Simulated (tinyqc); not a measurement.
# Hydrogen passivation of interface dangling bonds: competing passivation and dissociation with distributed barriers, step by step

A worked calculation. Computed by tinyqc, a small Python program that keeps every step. Command: `OMP_NUM_THREADS=1 python tinyqc.py 3031027 3031028 out.jsonl passiv walk`. One thread of a shared host (Intel(R) Xeon(R) Processor @ 2.30GHz), about 0.02 s of CPU time with the checks. Intermediate numbers are printed to about 7 digits and carried at full precision; extremes and crossings named in words are read from the listed rows.

P_b + H2 gives P_bH + H at the rate k_f [H2]; P_bH gives P_b + H at the rate k_d. All defects start unpassivated. E_f and E_d are Gaussian and independent.

Inputs (values chosen for the exercise, close to those used for P_b centres at the silicon-oxide interface):
```
quantity                                      value          unit
defect density N0                           6.3e+11        1/cm^2
passivation prefactor k_f0                  5.3e-07        cm^3/s
mean passivation barrier E_f                   1.59            eV
spread sigma_f                                0.073            eV
dissociation prefactor k_d0                 1.9e+12           1/s
mean dissociation barrier E_d                  2.82            eV
spread sigma_d                                0.056            eV
H2 in the oxide per atm, solubility factor  8.6e+17  1/(cm^3 atm)
hydrogen pressure p                             0.1           atm
anneal temperature T                            525             C
anneal time t                                   470             s
oxide thickness                                 2.7            nm
```

Constants: k_B = 8.617333262e-05 eV/K; e = 1.602176634e-19 C; eps_0 = 8.8541878128e-12 F/m.

## Single barriers

[H2] = solubility factor x p; a = k_f0 [H2] exp(-E_f/(k_B T)), d = k_d0 exp(-E_d/(k_B T)). For one pair of barriers the active share is y = [d + a exp(-(a + d) t)]/(a + d). Temperatures in kelvin are T(C) + 273.15.

passivation rate a = 4.159089 1/s

dissociation rate d = 2.967278e-06 1/s

a t = 1954.772

steady active share d/(a + d) = 7.134437e-07

active share, single barriers = 7.134437e-07

Passivation has run its course, and the balance with dissociation sets the remainder. Caution: single-barrier shares below about 1e-3 are formal; measured passivation levels off well above them.

## Distributed barriers

Average y over both Gaussians with 40 x 40 Gauss-Hermite points. Active density N0 y; threshold shift if each active defect holds one charge, e N0 y t_ox/(3.9 eps_0).

active share y = 1.745865e-06

active density = 1099895 1/cm^2

threshold shift = 1.377882e-04 mV

The spread changes the remainder by a factor 2.45: sigma_f/(k_B T) = 1.06 and sigma_d/(k_B T) = 0.81. Caution: densities below a few 1e9 per cm^2 are formal: other defects set the floor in real interfaces.

## Best anneal temperature for this time and pressure

Minimise the averaged y over T between 150 and 900 C: find where ln y is equal at T - 0.05 and T + 0.05 C; T is rounded to 0.1 C.

best temperature = 492.3 C

least active share = 9.973238e-07

Caution: a least active share below 1e-3 is a property of the model; measured passivation levels off well above it. Caution: atomic hydrogen, which both passivates and depassivates, and further passivation during cooling are left out.

## Isochronal anneals

The formulas are those given above.

Active share after the time t:
```
T (C)       a (1/s)       d (1/s)  single barriers   distributed
200    5.282249e-07  1.743407e-18     9.997518e-01  9.987834e-01
250    2.195184e-05  1.294838e-15     9.897357e-01  9.672230e-01
300    4.761124e-04  3.034925e-13     7.994967e-01  6.981580e-01
350    6.302534e-03  2.963233e-11     5.170551e-02  1.833923e-01
400    5.684218e-02  1.464924e-09     2.577428e-08  8.676964e-03
450    3.782193e-01  4.222843e-08     1.116506e-07  5.174572e-05
500    1.969516e+00  7.881047e-07     4.001513e-07  1.071126e-06
600    3.029519e+01  1.004279e-04     3.314968e-06  7.000819e-06
700    2.657266e+02  4.725564e-03     1.778324e-05  3.246040e-05
800    1.555036e+03  1.084764e-01     6.975323e-05  1.143931e-04
```

The distributed share is least at 500 C among these rows, 1.1e-6, and the search puts the optimum at 492.3 C. On the cold side defects with high E_f survive; on the hot side dissociation, with the larger barrier, gains on passivation with an energy E_d - E_f = 1.23 eV. In that row single barriers give 4.0e-7, so the spread raises the floor. Caution: shares below about 1e-3 in these rows are formal; measured passivation levels off well above them.

Checks made by the program: Gauss-Hermite average against a fine uniform grid (relative difference 1e-07).
